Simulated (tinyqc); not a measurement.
Density and mobility of a removed layer (differential Hall).

Problem. For layers in parallel the sheet conductance g = 1/Rs and the product g mu_H (mu_H signed, unit Hall factors) are additive. Find the sheet density and mobility of the layer that was removed, and its share of the conductance.

Constants: q = 1.602176634e-19 C. Results are converted to the units shown.

Rs before and after removing the top layer (ohm/square): 77.055668  160.03869
apparent mobility before and after, signed (cm^2/(V s)): 146.96296  260

Solution. The differences give g1 = q n mu and g1 mu = q n mu^2; their ratio is mu and g1^2/(q g1 mu) is n.

sheet density = 1.000e15 cm^-2
mobility = 42.00 cm^2/(V s)
share of the conductance = 51.85 %

Program tinyqc, `OMP_NUM_THREADS=1 python tinyqc.py 2850134 2850135 out.jsonl`; Intel Xeon 2.30GHz, shared host, one thread, about 0.01 s.
